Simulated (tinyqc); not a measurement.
Resistance of a source-drain extension with a graded tip: two steps of the calculation.

y runs along the channel, the gate covers y > 0. The doping is N0 for y < y0 and N0 10^(-(y - y0)/la) beyond, uniform over the depth xj. Sheet conductance s(y) = q mu(N) max(N - Nch, 0) xj + (for y > 0) ma Cox Vo, with mu(N) = u0 + (u1 - u0)/(1 + (N/Nr)^au) and Cox = eps0 eox/tox. Current is taken as one-dimensional; depletion of the tip, spreading and the contact are left out. The metallurgical junction lies at yj, where N = Nch.

Inputs (values chosen for the exercise); mobility law close to that of holes in silicon: relative permittivity of the gate insulator (close to silicon dioxide) eox = 3.9; insulator thickness tox = 2 nm; active doping of the extension far from the gate N0 = 2e20 cm^-3; lateral abruptness la = 2 nm/decade; position under the gate where the fall begins (gate edge at 0) y0 = 1.7 nm; depth of the extension xj = 19 nm; channel doping Nch = 2.4e18 cm^-3; gate overdrive Vo = 0.32 V; mobility of the gate-induced layer ma = 56 cm^2/(V s); mobility at low doping u1 = 470.5 cm^2/(V s); mobility at high doping u0 = 44.9 cm^2/(V s); reference doping Nr = 2.23e17 cm^-3; exponent au = 0.719; gate length Lg = 60 nm.

Constants: q = 1.602176634e-19 C, eps0 = 8.8541878128e-14 F/cm where lengths are in cm. Results are converted to the units shown.

Problem 1. Sheet resistances and junction position. yj = y0 + la log10(N0/Nch); sheet resistance of the full extension 1/[q mu(N0)(N0 - Nch) xj] and of the gate-induced layer 1/(ma Cox Vo); metallurgical length Lg - 2 yj; ye is where the doped and the gate-induced conductances are equal.

Give: yj; sheet resistance of the extension; sheet resistance of the induced layer; metallurgical length; ye; N at ye.

Solution 1.

yj = 5.542 nm
sheet resistance of the extension = 345.8 ohm/square
sheet resistance of the induced layer = 3.232e4 ohm/square
metallurgical length = 48.92 nm
ye = 5.227 nm
N at ye = 3.447e18 cm^-3

The gate takes over 0.315 nm before the junction, where N is still 1.44 times the channel doping.

Problem 2. Resistance of the overlapped part. Midpoint rule on 12 equal steps from 0 to yj: R_ov = sum h/s(y), per width.

Give: y; N; doped conductance; sheet resistance; R_ov.

Solution 2.

```
point,y (nm),N (cm^-3),doped conductance (uS),sheet resistance (ohm/square)
0,0.2309,2.000e20,2892,342.1
1,0.6927,2.000e20,2892,342.1
2,1.155,2.000e20,2892,342.1
3,1.616,2.000e20,2892,342.1
4,2.078,1.294e20,1904,516.9
5,2.540,7.605e19,1149,847.9
6,3.002,4.469e19,696.6,1375
7,3.464,2.626e19,423.2,2202
8,3.925,1.543e19,254.7,3501
9,4.387,9.067e18,147.4,5608
10,4.849,5.328e18,75.16,9425
11,5.311,3.131e18,22.31,1.878e4
```

R_ov = 20.14 ohm um

Numbers from tinyqc (`OMP_NUM_THREADS=1 python tinyqc.py 2282279 2282280 out.jsonl`; about 0.05 s on one thread of a shared Intel Xeon 2.30GHz).
